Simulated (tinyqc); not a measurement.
Long-channel MOSFET, surface-potential model: one step of the calculation.

n-channel transistor on a uniformly doped p-type body, gradual-channel approximation, constant mobility, Boltzmann statistics, full ionisation. Potentials are counted from the neutral body; V is the electron quasi-Fermi potential, Vsb at the source and Vsb + Vds at the drain. Charges are magnitudes per area.

Question. Charges and current of the charge-sheet model. psi_0 and psi_L solve Vgs + Vsb - Vfb - psi = gamma sqrt(G) at V = Vsb and Vsb + Vds. Qi = Cox gamma [sqrt(G) - sqrt(psi - Vt)], G = psi - Vt + Vt exp((psi - 2 phiF - V)/Vt), at both ends. With U = Vgs + Vsb - Vfb: drift = mu (W/L) Cox [U (psi_L - psi_0) - (psi_L^2 - psi_0^2)/2 - (2/3) gamma ((psi_L - Vt)^1.5 - (psi_0 - Vt)^1.5)]; diffusion = mu (W/L) Vt (Qi0 - QiL).

Values chosen for this exercise; material values close to those of silicon:

| symbol | value | unit | meaning |
|---|---|---|---|
| T | 300 | K | temperature |
| Vfb | -0.35 | V | flat-band voltage |
| mu | 620 | cm^2/(V s) | channel mobility |
| W | 20 | um | gate width |
| L | 5 | um | gate length |
| Vsb | 0.5 | V | source-body reverse bias |
| Vgs | 1.9 | V | gate-source voltage |
| Vds | 0.5 | V | drain-source voltage |

Constants: q = 1.602176634e-19 C, kB = 1.380649e-23 J/K, Vt = kB T/q. Results are converted to the units shown.

psi_0 = 1.4163990 V
psi_L = 1.6602403 V
phiF = 0.41023171 V
Cox = 0.21465423 uF/cm^2
gamma = 0.85240525 V^0.5

Give: Qi0; QiL; drift current; diffusion current; drain current.

Answer.

Qi0 = 70.499 nC/cm^2
QiL = 0.0037630 nC/cm^2
drift current = 21.244 uA
diffusion current = 4.5197 uA
drain current = 25.763 uA

Drift carries 82.5 % of the current. The drain end is pinched off: its charge is under 1 % of that at the source.

Program tinyqc, `OMP_NUM_THREADS=1 python tinyqc.py 2360020 2360021 out.jsonl`; Intel Xeon 2.30GHz, shared host, one thread, about 0.04 s.
